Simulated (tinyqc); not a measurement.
Raman shift of the zone-centre optical phonon of a diamond-structure crystal under stress: one step, computed by the program tinyqc. Command: `OMP_NUM_THREADS=1 python tinyqc.py 3001095 3001096 out.jsonl ramanstress walk`. One thread of a shared host (Intel(R) Xeon(R) Processor @ 2.30GHz), about 0.01 s of CPU time with the checks.

Axes x, y, z are the cube axes. Strain shifts the threefold optical mode and can split it; p, q and r are the phonon deformation potentials.

Task: Heating mistaken for stress. A temperature above 300 K shifts the line by (d omega/dT)(T - 300 K); divided by the shift per stress it poses as a stress; the total shift adds it to the shift of the observed line. The anti-Stokes to Stokes ratio is [(omega_L + omega_0)/(omega_L - omega_0)]^3 exp(-h c omega_0/(k_B T)) in photon counts, omega_L = 1/wavelength, resonance effects left out.

Inputs (values chosen for the exercise, modelled on germanium): unstrained frequency omega_0 = 300.5 1/cm; temperature coefficient d omega/dT = -0.016 1/(cm K); local temperature T = 450 K; laser wavelength = 532 nm.

Stress state: uniaxial. Axis: [110].

shift per stress = -1.452785 1/(cm GPa)

shift of the observed line = 1.598063 1/cm

Constants: h = 6.62607015e-34 J s; c = 299792458 m/s; k_B = 1.380649e-23 J/K.

Give: thermal shift; apparent stress from heating; total shift; anti-Stokes/Stokes ratio.

Result:

thermal shift = -2.4 1/cm

apparent stress from heating = 1.652 GPa

total shift = -0.8019 1/cm

anti-Stokes/Stokes ratio = 0.4211
